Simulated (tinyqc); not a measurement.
Worked calculation: RHF in the 6-311g basis, for H2, spin multiplicity 1. One step of it, computed by the program tinyqc.

Task: Iteration 2: diagonalisation and new density. Diagonalise F' = X^T F X, C = X C', fill 1 alpha and 1 beta electrons from the bottom; D = 2 C_occ C_occ^T. Each column has its largest component positive (the first on a tie).

Fock matrix F (hartree), lower triangle:
```
,1H 1s,1H 2s,1H 3s,2H 1s,2H 2s,2H 3s
1H 1s,0.686645
1H 2s,-0.324879,-0.254382
1H 3s,-0.400664,-0.345329,-0.273797
2H 1s,-0.246537,-0.336537,-0.332896,0.686645
2H 2s,-0.336537,-0.382806,-0.358461,-0.324879,-0.254382
2H 3s,-0.332896,-0.358461,-0.299819,-0.400664,-0.345329,-0.273797
```

X, lower triangle:
```
,1H 1s,1H 2s,1H 3s,2H 1s,2H 2s,2H 3s
1H 1s,1.374688
1H 2s,-0.749505,2.144952
1H 3s,0.208098,-1.024887,2.168178
2H 1s,0.039112,0.019962,-0.052061,1.374688
2H 2s,0.019962,-0.293440,0.218474,-0.749505,2.144952
2H 3s,-0.052061,0.218474,-0.952538,0.208098,-1.024887,2.168178
```

Give: F' = X^T F X; orbital energies; coefficients C; D after iteration 2.

Result:

F' = X^T F X (hartree), lower triangle:
```
,1,2,3,4,5,6
1,1.6968
2,-1.1593,0.9027
3,0.0003,-0.3846,0.1562
4,0.0308,-0.1427,-0.1234,1.6968
5,-0.1427,-0.2005,-0.0309,-1.1593,0.9027
6,-0.1234,-0.0309,-0.1395,0.0003,-0.3846,0.1562
```

orbital energies (hartree): MO1 -0.5108, MO2 0.0820, MO3 0.3362, MO4 0.4985, MO5 2.4845, MO6 2.6211

coefficients C:
```
,MO1,MO2,MO3,MO4,MO5,MO6
1H 1s,0.1460,0.1194,-0.0489,-0.1008,-1.0942,-1.1198
1H 2s,0.2978,0.1419,-0.8849,-1.2071,1.6014,1.1973
1H 3s,0.2013,1.2430,0.9081,1.7726,-0.9946,-0.4593
2H 1s,0.1460,-0.1194,-0.0489,0.1008,1.0942,-1.1198
2H 2s,0.2978,-0.1419,-0.8849,1.2071,-1.6014,1.1973
2H 3s,0.2013,-1.2430,0.9081,-1.7726,0.9946,-0.4593
```

D after iteration 2, lower triangle:
```
,1H 1s,1H 2s,1H 3s,2H 1s,2H 2s,2H 3s
1H 1s,0.0426
1H 2s,0.0870,0.1773
1H 3s,0.0588,0.1199,0.0811
2H 1s,0.0426,0.0870,0.0588,0.0426
2H 2s,0.0870,0.1773,0.1199,0.0870,0.1773
2H 3s,0.0588,0.1199,0.0811,0.0588,0.1199,0.0811
```
